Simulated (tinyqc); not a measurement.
Worked calculation: millisecond and nanosecond annealing: surface heating, thermal budget and solid-phase regrowth. Computed by tinyqc, a small Python program that keeps every step. Command: `OMP_NUM_THREADS=1 python tinyqc.py 3022860 3022861 out.jsonl flash walk`. One thread of a shared host (Intel(R) Xeon(R) Processor @ 2.30GHz), about 0.02 s of CPU time with the checks. Intermediate numbers are printed to about 6 digits and carried at full precision; extremes and crossings named in words are read from the listed rows.

A square pulse heats the surface of a thick wafer with constant thermal properties; losses by radiation are neglected and silicon melts at 1414 C.

Inputs (values chosen for the exercise, modelled on hot silicon with boron): incident fluence = 4.4 J/cm^2; pulse length t_p = 8e-05 s; reflectance R = 0.51; thermal conductivity k = 0.23 W/(cm K); heat capacity per volume c = 2.15 J/(cm^3 K); preheat temperature T0 = 800 C; wafer thickness d = 775 um; dopant prefactor D0 = 0.977 cm^2/s; dopant activation energy E = 3.48 eV; regrowth prefactor v0 = 6e+08 cm/s; regrowth energy E_v = 2.71 eV; amorphous layer = 24 nm.

Source: scanned laser.

Constants: k_B = 8.617333262e-05 eV/K.

## Peak temperature

Absorbed flux q = (1 - R) fluence/t_p; kappa = k/c. With f(z, t) = (2 q/k) sqrt(kappa t) ierfc(z/(2 sqrt(kappa t))), ierfc(x) = exp(-x^2)/sqrt(pi) - x erfc(x): T = T0 + f(z, t) during the pulse and T0 + f(z, t) - f(z, t - t_p) after it. At the surface the rise at the end of the pulse is 2 q sqrt(t_p/(pi k c)); the fluence that just melts the surface scales with (1414 - T0).

absorbed flux q = 26950 W/cm^2

kappa = 0.106977 cm^2/s

thermal length sqrt(kappa t_p) = 29.2543 um

peak temperature = 1186.79 C

fluence at the melting threshold = 6.98466 J/cm^2

The heated layer is 3.8 % of the wafer thickness, so the cold bulk quenches the surface.

## Temperature in depth and time

The formulas are those given above.

Temperature (C):
```
t/t_p  surface  z = 0.5 thermal lengths    z = 1    z = 2
0.10    922.31                   820.30  801.351  800.000
0.25    993.40                   868.43  817.226  800.335
0.50   1073.50                   935.60  857.118  805.821
0.75   1134.97                   991.11  898.030  818.047
1.00   1186.79                  1039.32  936.868  834.453
1.10   1083.36                  1036.81  950.391  841.731
1.50   1000.22                   986.33  950.648  867.228
2.00    960.21                   953.29  934.338  879.784
4.00    903.64                   901.79  896.426  877.675
10.00   862.77                   862.36  861.135  856.488
```

One tenth of a pulse length after the end the surface has lost 103 C: cooling starts as sqrt(t - t_p), much faster than heating ends.

## Thermal budget

Temperatures in kelvin are T(C) + 273.15. Integrate exp(-E/(k_B T(t))) at the surface from 0 to 10 t_p (Gauss-Legendre, 60 points in sqrt(t) up to t_p and 60 in sqrt(t - t_p) after it). (Dt) = D0 x integral with E; regrowth = v0 x integral with E_v; effective time = integral/exp(-E/(k_B T_peak)).

budget (Dt) = 2.14948e-17 cm^2

diffusion length 2 sqrt(Dt) = 0.0927249 nm

effective time over t_p = 0.283440

possible regrowth = 83.9621 nm

Only 28.3 % of the pulse counts at the peak; the estimate 2 k_B T_peak^2/(E (T_peak - T0)) gives 27.3 %. The amorphous layer of 24 nm regrows fully. Caution: equilibrium diffusivities are used; implant damage enhances diffusion, and k and c vary with temperature. Caution: the peak lies above 1150 C, and amorphous silicon melts some 200 to 250 K below the crystal, so a layer that has not regrown before the peak may melt instead. Caution: at this preheat temperature the layer would already regrow within five seconds or less before the pulse. Caution: a diffusion length below the atomic spacing of 0.235 nm means about one jump per atom or fewer, so the profile does not change measurably.

## Same peak temperature, different pulse lengths

For each t_p the flux is set so that the peak temperature stays the same: q sqrt(t_p) is fixed.

Pulses:
```
t_p (s)   fluence (J/cm^2)   q (W/cm^2)  thermal length (um)  2 sqrt(Dt) (nm)  regrowth (nm)
1.00e-07       1.55563e-01  7.62261e+05          1.03430e+00      3.27832e-03    1.04953e-01
1.00e-06       4.91935e-01  2.41048e+05          3.27073e+00      1.03670e-02    1.04953e+00
1.00e-05       1.55563e+00  7.62261e+04          1.03430e+01      3.27832e-02    1.04953e+01
1.00e-04       4.91935e+00  2.41048e+04          3.27073e+01      1.03670e-01    1.04953e+02
3.00e-04       8.52056e+00  1.39169e+04          5.66507e+01      1.79561e-01    3.14858e+02
1.00e-03       1.55563e+01  7.62261e+03          1.03430e+02      3.27832e-01    1.04953e+03
3.00e-03       2.69444e+01  4.40092e+03          1.79145e+02      5.67822e-01    3.14858e+03
1.00e-02       4.91935e+01  2.41048e+03          3.27073e+02      1.03670e+00    1.04953e+04
```

Fluence and diffusion length grow as sqrt(t_p), regrowth as t_p. The layer of 24 nm regrows from t_p = 0.0001 s on among these rows, at a diffusion length of 0.10 nm. Caution: amorphous silicon melts some 200 to 250 K below the crystal, which matters for the short pulses that reach the peak before regrowth. Caution: the shortest pulses need a source absorbed within their thermal length, and the longest also heat the back of the wafer, which the thick-wafer formula leaves out. Caution: seconds at the preheat temperature would regrow the layer before any pulse.

Checks made by the program: heat stored at the end of the pulse against the absorbed fluence (relative difference below 1e-10).
